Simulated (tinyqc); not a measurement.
Inside a calculation. Method: empirical pseudopotential in a few plane waves. One step of it, computed by the program tinyqc.

Task: Levels at G. Diagonalise the Hermitian matrix.

H(k) at G (eV):
```
           +0+0+0     -1-1-1     -1-1+1     -1+1-1     -1+1+1     +1-1-1     +1-1+1     +1+1-1
+0+0+0   0.000000   2.366687  -2.366687  -2.366687  -2.366687  -2.366687  -2.366687  -2.366687
-1-1-1   2.366687  14.085461   0.000000   0.000000  -0.721102   0.000000  -0.721102  -0.721102
-1-1+1  -2.366687   0.000000  14.085461   0.721102   0.000000   0.721102   0.000000   0.000000
-1+1-1  -2.366687   0.000000   0.721102  14.085461   0.000000   0.721102   0.000000   0.000000
-1+1+1  -2.366687  -0.721102   0.000000   0.000000  14.085461   0.000000   0.721102   0.721102
+1-1-1  -2.366687   0.000000   0.721102   0.721102   0.000000  14.085461   0.000000   0.000000
+1-1+1  -2.366687  -0.721102   0.000000   0.000000   0.721102   0.000000  14.085461   0.721102
+1+1-1  -2.366687  -0.721102   0.000000   0.000000   0.721102   0.000000   0.721102  14.085461
+1+1+1   2.366687   0.000000  -0.721102  -0.721102   0.000000  -0.721102   0.000000   0.000000
-2+0+0   0.000000  -2.366687  -2.366687  -2.366687   2.366687   0.548379  -0.548379  -0.548379
+0-2+0   0.000000  -2.366687  -2.366687   0.548379  -0.548379  -2.366687   2.366687  -0.548379
+0+0-2   0.000000  -2.366687   0.548379  -2.366687  -0.548379  -2.366687  -0.548379   2.366687
+0+0+2   0.000000  -0.548379   2.366687  -0.548379  -2.366687  -0.548379  -2.366687   0.548379
+0+2+0   0.000000  -0.548379  -0.548379   2.366687  -2.366687  -0.548379   0.548379  -2.366687
+2+0+0   0.000000  -0.548379  -0.548379  -0.548379   0.548379   2.366687  -2.366687  -2.366687

           +1+1+1     -2+0+0     +0-2+0     +0+0-2     +0+0+2     +0+2+0     +2+0+0
+0+0+0   2.366687   0.000000   0.000000   0.000000   0.000000   0.000000   0.000000
-1-1-1   0.000000  -2.366687  -2.366687  -2.366687  -0.548379  -0.548379  -0.548379
-1-1+1  -0.721102  -2.366687  -2.366687   0.548379   2.366687  -0.548379  -0.548379
-1+1-1  -0.721102  -2.366687   0.548379  -2.366687  -0.548379   2.366687  -0.548379
-1+1+1   0.000000   2.366687  -0.548379  -0.548379  -2.366687  -2.366687   0.548379
+1-1-1  -0.721102   0.548379  -2.366687  -2.366687  -0.548379  -0.548379   2.366687
+1-1+1   0.000000  -0.548379   2.366687  -0.548379  -2.366687   0.548379  -2.366687
+1+1-1   0.000000  -0.548379  -0.548379   2.366687   0.548379  -2.366687  -2.366687
+1+1+1  14.085461  -0.548379  -0.548379  -0.548379  -2.366687  -2.366687  -2.366687
-2+0+0  -0.548379  18.780614   0.721102   0.721102  -0.721102  -0.721102   0.000000
+0-2+0  -0.548379   0.721102  18.780614   0.721102  -0.721102   0.000000  -0.721102
+0+0-2  -0.548379   0.721102   0.721102  18.780614   0.000000  -0.721102  -0.721102
+0+0+2  -2.366687  -0.721102  -0.721102   0.000000  18.780614   0.721102   0.721102
+0+2+0  -2.366687  -0.721102   0.000000  -0.721102   0.721102  18.780614   0.721102
+2+0+0  -2.366687   0.000000  -0.721102  -0.721102   0.721102   0.721102  18.780614
```

Give: eigenvalues.

Result:

eigenvalues (eV): [-2.402, 9.644, 9.644, 9.644, 12.101, 13.364, 13.364, 13.364, 17.338, 17.338, 18.651, 22.501, 22.501, 22.501, 25.813]
